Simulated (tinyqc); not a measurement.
# Insulator thickness and V0 from two charges

Problem. In an undoped wire Vg - V0 = Q/Cox + Vt ln(Q/Q0) + Vt ln(1 + Q/Q0) at the source, with Q0 = 4 eps0 eps_r Vt/R and Cox = eps0 eox/(R ln(1 + tox/R)). Find Cox, tox and V0.

Values chosen for this exercise; material values close to those of silicon: temperature T = 325 K; relative permittivity of the semiconductor eps_r = 11.5; relative permittivity of the gate insulator eox = 9.2; wire radius R = 15 nm.

Constants: q = 1.602176634e-19 C, kB = 1.380649e-23 J/K, Vt = kB T/q, eps0 = 8.8541878128e-14 F/cm where lengths are in cm. Results are converted to the units shown.

Qs at Vg = 0.84 and 1.24 V (nC/cm^2): 373.15040  1007.2593

Answer. The two equations are linear in 1/Cox and V0; tox follows by inverting the logarithm.

Cox = 1.82 uF/cm^2
tox = 5.20 nm
V0 = 0.541 V

tinyqc, about 0.03 s, one thread, Intel Xeon 2.30GHz (shared host): `OMP_NUM_THREADS=1 python tinyqc.py 2460106 2460107 out.jsonl`
